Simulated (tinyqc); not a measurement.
Inside a calculation: k.p values derived from sp3s* tight binding at Gamma. Values are carried at full precision from step to step, so a last printed digit may differ when a step is redone from the rounded ones.

At Gamma the states are two-level mixtures: s-like S+ (upper) and S- (lower) from [[Esa, Vss], [Vss, Esc]], p-like P- (valence) and P+ from [[Epa, Vxx], [Vxx, Epc]], and the bare s* levels. With real k in 1/angstrom and kz = 0, the phase sums over the four bonds are g0 = 1 - (a k/4)^2/2, g1 = i a kx/4, g3 = -(a/4)^2 kx ky to second order. Each mixture is written (anion, cation) with the anion part positive. c = hbar^2/2m0. No spin-orbit coupling.

Constants: hbar^2/2m0 = 3.80998211 eV angstrom^2.

Values chosen for the exercise (near a published set for GaAs, fitted to gaps, whose masses and valley positions are rough; shifted at random, so the results belong to these values and not to a real crystal): Esa = -8.228 eV (s level of the anion); Esc = -2.629 eV (s level of the cation); Epa = 1.05 eV (p level of the anion); Epc = 3.684 eV (p level of the cation); Vss = -6.539 eV (s-s); Vxx = 1.956 eV (px-px); a = 5.655 angstrom (lattice constant); Vsapc = 4.516 eV (s anion, p cation); Vscpa = 5.83 eV (s cation, p anion); Vxapc = 4.802 eV (s* anion, p cation); Vpaxc = 4.768 eV (p anion, s* cation); Exa = 8.713 eV (s* level of the anion); Exc = 6.686 eV (s* level of the cation); Vxy = 5.151 eV (px-py).

## States at Gamma

Solve the two blocks.

States:

| state | E (eV) | anion part | cation part |
|---|---|---|---|
| S- | -12.5416 | 0.83474 | 0.55065 |
| P- | 0.0089 | 0.88275 | -0.46983 |
| S+ | 1.6846 | 0.55065 | -0.83474 |
| P+ | 4.7251 | 0.46983 | 0.88275 |

## Linear terms and the Kane energy

<s state|dH/dkx|x state> = i P with P = (a/4)(sa pc Vsapc + sc pa Vscpa), sa, sc and pa, pc being the parts of the two states; for s* on the anion P = (a/4) pc Vxapc, on the cation (a/4) pa Vpaxc. Ep = P^2/c for S+ to P-.

Couplings:

| pair | P (eV angstrom) | E(first) - E(second) (eV) |
|---|---|---|
| S+ to P- | -7.7251 | 1.6756 |
| S+ to P+ | -0.1291 | -3.0405 |
| S- to P- | 1.5025 | -12.5505 |
| s*a to P- | -3.1896 | 8.7041 |
| s*c to P- | 5.9504 | 6.6771 |

Ep = 15.664 eV

The two terms of S+ to P- have the same sign and add: S+ and P- both change sign from anion to cation. An on-site momentum element between s and p, which real atoms have, is absent from this model.

## Electron mass

m0/m = [<S+|d2H/dkx^2|S+>/2 + sum P^2/(E(S+) - E(P))]/c over P- and P+, with the direct term -(a/4)^2 sa sc Vss.

parts of m0/m: direct -1.577, from P- 9.348, from P+ -0.001

mass = 0.1287 m0

The valence band supplies 120 % of m0/m; the direct term, which stands in for the free-electron 1, is -1.58. Sets of this kind were fitted to gaps and often give too heavy a mass, by up to a factor of two.

## Valence parameters L, M, N and the Luttinger values

Direct terms d0 = -(a/4)^2 pa pc Vxx, dN = -2 (a/4)^2 pa pc Vxy for P-. F = sum P^2/(E(P-) - E(s)) over S+, S-, s*a, s*c. The y state of P- couples to the z state of P+ through Q = (a/4) Vxy (pa p'c - pc p'a), primes for P+, and H1 = Q^2/(E(P-) - E(P+)). L = d0 + F, M = d0 + H1, N = dN + F + H1; g1 = -(L + 2M)/(3c), g2 = -(L - M)/(6c), g3 = -N/(6c).

d0, dN, F, Q, H1 (eV angstrom^2; Q in eV angstrom): 1.6214  8.5399  -41.9072  7.2822  -11.2446

L, M, N (eV angstrom^2): -40.286  -9.623  -44.612

g1, g2, g3: 5.208  1.341  1.952

Along [100] the masses without spin-orbit coupling are c/|L| = 0.095 (one band) and c/|M| = 0.396 (two bands).

## Checks

- Electron mass against a finite difference of the full bands: both 0.1287.
- L and M against finite differences along [100]: largest relative difference 2.0e-05.
- Lowest curvature along [111], (L + 2M + 2N)/3, against a finite difference: -49.585 against -49.584.

Run: tinyqc, `OMP_NUM_THREADS=1 python tinyqc.py 1450948 1450949 out.jsonl`; Intel(R) Xeon(R) Processor @ 2.30GHz, one thread, shared host; about 0.01 s of CPU time with all checks.
